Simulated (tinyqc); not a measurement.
Ewald sum of point charges, fcc lattice in a neutralising background, step by step. Computed by tinyqc, a small Python program that keeps every step. Command: `OMP_NUM_THREADS=1 python tinyqc.py 20585 20586 out.jsonl` (the two numbers bound the seeds that draw the settings). One thread of a shared host (Intel(R) Xeon(R) Processor @ 2.60GHz), about 0.03 s of CPU time with the checks.

## Ewald sum with eta = 0.447 1/bohr

cell vectors (rows) (bohr):
```
,1,2,3
1,0.00000,4.29500,4.29500
2,4.29500,0.00000,4.29500
3,4.29500,4.29500,0.00000
```

Charges:
```
q,f1,f2,f3
2.00000,0.00000,0.00000,0.00000
```

Real space: 1/2 sum q_i q_j erfc(eta r)/r over all images with r > 0; reciprocal space: (2 pi/V) sum_(G != 0) exp(-G^2/4 eta^2)/G^2 |S(G)|^2 with S(G) = sum q exp(i G.r); self term -eta/sqrt(pi) sum q^2; background -pi Q^2/(2 V eta^2), Q the total charge.

Real-space shells (first ones):
```
r (bohr),pairs,sum (hartree)
6.07405,12,0.00049
8.59000,6,7.86e-08
10.52056,24,1.33e-10
12.14809,12,0
```

Reciprocal shells (first ones that count):
```
G^2 (1/bohr^2),vectors,sum (hartree)
1.60507,8,0.10611
2.14010,6,0.03056
4.28019,12,0.00210
5.88527,24,0.00041
6.42029,8,0.00006
8.56039,6,2.48e-06
10.16546,24,1.12e-06
10.70048,24,5.45e-07
12.84058,24,3.12e-08
14.44565,32,4.97e-09
```

## The total does not depend on eta

The same sums for other eta.

Totals (hartree per cell):
```
eta,real,reciprocal,self,background,total
0.44700,0.00049,0.13924,-1.00877,-0.19845,-1.0674883
0.55000,9.11e-06,0.30480,-1.24122,-0.13108,-1.0674883
0.70800,4.70e-09,0.60940,-1.59778,-0.07910,-1.0674883
```

shortest distance = 6.07405 bohr
